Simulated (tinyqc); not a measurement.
Range and order of the fit: effective mass of the conduction band from tabulated energies.

c = hbar^2/2m0.
Constants: hbar^2/2m0 = 3.80998211 eV angstrom^2.

Energies along [100], from the band edge:

| k (1/angstrom) | E (meV) |
|---|---|
| 0.000000 | 0.00000 |
| 0.001500 | 0.61970 |
| 0.003000 | 2.46140 |
| 0.004500 | 5.47530 |
| 0.006000 | 9.58570 |
| 0.007500 | 14.69980 |
| 0.009000 | 20.71700 |
| 0.010500 | 27.53580 |
| 0.012000 | 35.05980 |

reference mass (curvature of the model at k = 0.0001 1/angstrom) = 0.013800 m0

Least-squares fits of E = a k^2 (+ b k^4 + d k^6) over points 1 to n, and the line y = c k^2/E against E; errors of m against the reference.

Results:

| n | E at point n (meV) | one term (%) | two terms (%) | three terms (%) | line (%) | rms residual, one term (meV) |
|---|---|---|---|---|---|---|
| 3 | 5.5 | 1.90 | 0.04 | 0.00 | 0.00 | 0.016 |
| 4 | 9.6 | 3.18 | 0.11 | 0.00 | 0.00 | 0.046 |
| 5 | 14.7 | 4.74 | 0.26 | 0.01 | 0.00 | 0.103 |
| 6 | 20.7 | 6.54 | 0.49 | 0.03 | 0.01 | 0.194 |
| 7 | 27.5 | 8.56 | 0.82 | 0.08 | 0.01 | 0.326 |
| 8 | 35.1 | 10.76 | 1.26 | 0.16 | 0.02 | 0.506 |

The error of the parabola goes from +1.90 to +10.76 % as the range widens, and at n = 8 its residual, 0.51 meV, is only 1.4 % of the top energy: a small residual does not vouch for the mass. Over the full range (n = 8) the best form is the line (0.02 %); the line errs by 0.00 % at n = 3 and +0.02 % at n = 8. Without scatter, a narrower range or a second term is the cure: at n = 8 the errors are +10.76, +1.26 and +0.16 % for one, two and three terms. Three terms on three points interpolate exactly.

Run: tinyqc, `OMP_NUM_THREADS=1 python tinyqc.py 1881048 1881049 out.jsonl`; Intel(R) Xeon(R) Processor @ 2.30GHz, one thread, shared host; about 0.01 s of CPU time with all checks.
